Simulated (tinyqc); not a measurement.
# From mean shift back to stress sigma (tension positive)

Model: Raman shift of the zone-centre optical phonon of a diamond-structure crystal under stress. Computed by tinyqc, a small Python program. Command: `OMP_NUM_THREADS=1 python tinyqc.py 3025533 3025534 out.jsonl ramanstress inv`. One thread of a shared host (Intel(R) Xeon(R) Processor @ 2.30GHz), about 0.01 s of CPU time with the checks.

Axes x, y, z are the cube axes. Strain shifts the threefold optical mode and can split it; p, q and r are the phonon deformation potentials.

Inputs (values chosen for the exercise, modelled on silicon): unstrained frequency omega_0 = 521 1/cm; p/omega_0^2 = -1.9; q/omega_0^2 = -2.32; C11 = 165.1 GPa; C12 = 63.24 GPa; C44 = 78.68 GPa.

Stress state: biaxial. Axis: [111].

Method:
- S11 = (C11 + C12)/D, S12 = -C12/D, D = (C11 - C12)(C11 + 2 C12), S44 = 1/C44.
- Equal biaxial stress in the plane normal to the axis (unit vector n): sigma_ij = sigma (delta_ij - n_i n_j).
- eps_xx = S11 sigma_xx + S12 (sigma_yy + sigma_zz), and cyclic; eps_xy = S44 sigma_xy/2 (tensor strain).
- gamma = -(p + 2q)/(6 omega_0^2); the mean of the three shifts is -gamma omega_0 x (volume strain).

Problem. A run gave the result below. Find the stress sigma (tension positive), known to lie between 0.23 and 0.48 GPa.

mean shift = -0.9874485 1/cm

Solution.

Each step takes the trial c = (a f_b - b f_a)/(f_b - f_a), f being the result less the target and a, b, c the logarithms of the listed values; c replaces end b, the old b replaces a if the sign of f changed, and otherwise f_a is halved.

Scan of the range:
```
stress sigma (tension positive) (GPa)  mean shift (1/cm)
0.230                                           -0.89591
0.260                                           -1.01277
0.294                                           -1.14521
0.332                                           -1.29323
0.376                                           -1.46462
0.425                                           -1.65549
0.480                                           -1.86972
```

False position (Illinois rule, in the logarithm of the input) inside the bracket:
```
step     end a     end b     trial  mean shift (1/cm)
1     0.230000  0.260000  0.253184          -0.986219
2     0.260000  0.253184  0.253496          -0.987433
3     0.260000  0.253496  0.253504          -0.987464
4     0.253496  0.253504  0.253500          -0.987448
```

Mean shift falls at every point of a 13-point scan of the range (every second point is shown), so one value fits; it is bracketed by 0.230 and 0.260. The scan shows a pure power law with exponent 1.000, so scaling from any one row also gives the answer directly. Answer: stress sigma (tension positive) = 0.2535 GPa.
